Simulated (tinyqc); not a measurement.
# Inputs raised by 5 %, one at a time

Model: binary melting diagram from solution models of liquid and solid. Computed by tinyqc, a small Python program. Command: `OMP_NUM_THREADS=1 python tinyqc.py 3027960 3027961 out.jsonl melt sens`. One thread of a shared host (Intel(R) Xeon(R) Processor @ 2.30GHz), about 0.01 s of CPU time with the checks.

x is the fraction of B. In a phase with interaction L: mu_A = G_A + R T ln(1 - x) + L x^2, mu_B = G_B + R T ln x + L (1 - x)^2. Melting: G(liquid) - G(solid) = H (1 - T/T_m) for each pure component.

Inputs (values chosen for the exercise, for a model alloy):

| quantity | value | unit |
|---|---|---|
| melting point T_A | 1815 | K |
| melting point T_B | 610 | K |
| heat of melting H_A | 19.2 | kJ/mol |
| heat of melting H_B | 5.57 | kJ/mol |
| liquid interaction L_L | -14 | kJ/mol |
| overall fraction x0 | 0.76 | - |

Diagram: eutectic with pure solids.

Constants: R = 8.314462618 J/(mol K).

Method:
- Liquid against pure solid A: T = (H_A + L_L x^2)/(H_A/T_A - R ln(1 - x)); against pure solid B: T = (H_B + L_L (1 - x)^2)/(H_B/T_B - R ln x).
- Halve the interval 0.001 to 0.999 for the crossing, 44 times.
- Primary solid forms at the higher branch; just above T_E its mole fraction is (x_E - x0)/x_E for A or (x0 - x_E)/(1 - x_E) for B, and the rest freezes as eutectic, with B making up x_E of it.

Runs:

| input moved | from | to | eutectic composition x_E | eutectic temperature T_E (K) | liquidus temperature (K) |
|---|---|---|---|---|---|
| base run | - | - | 0.78911 | 445.69 | 495.17 |
| melting point T_A (K) | 1815 | 1905.75 | 0.79273 | 449.14 | 506.53 |
| melting point T_B (K) | 610 | 640.5 | 0.78239 | 457.04 | 495.17 |
| heat of melting H_A (kJ/mol) | 19.2 | 20.16 | 0.80051 | 456.49 | 525.55 |
| heat of melting H_B (kJ/mol) | 5.57 | 5.8485 | 0.78662 | 449.88 | 495.17 |
| liquid interaction L_L (kJ/mol) | -14 | -14.7 | 0.78326 | 437.14 | 477.15 |

Exponents ln(y'/y) / ln(x'/x):

| input | eutectic composition x_E | eutectic temperature T_E | liquidus temperature |
|---|---|---|---|
| melting point T_A | 0.094 | 0.158 | 0.465 |
| melting point T_B | -0.175 | 0.515 | 0.000 |
| heat of melting H_A | 0.294 | 0.491 | 1.221 |
| heat of melting H_B | -0.065 | 0.192 | 0.000 |
| liquid interaction L_L | -0.153 | -0.397 | -0.760 |

To which inputs is each result most sensitive?

Among the inputs moved here: eutectic composition x_E answers most in size to heat of melting H_A (exponent +0.294), next to melting point T_B (-0.175). Eutectic temperature T_E answers most in size to melting point T_B (exponent +0.515), next to heat of melting H_A (+0.491). Liquidus temperature answers most in size to heat of melting H_A (exponent +1.221), next to liquid interaction L_L (-0.760); its exponent is below 0.0005 for melting point T_B, heat of melting H_B.

Extremes, crossings and ranges named in words are read from the listed rows.
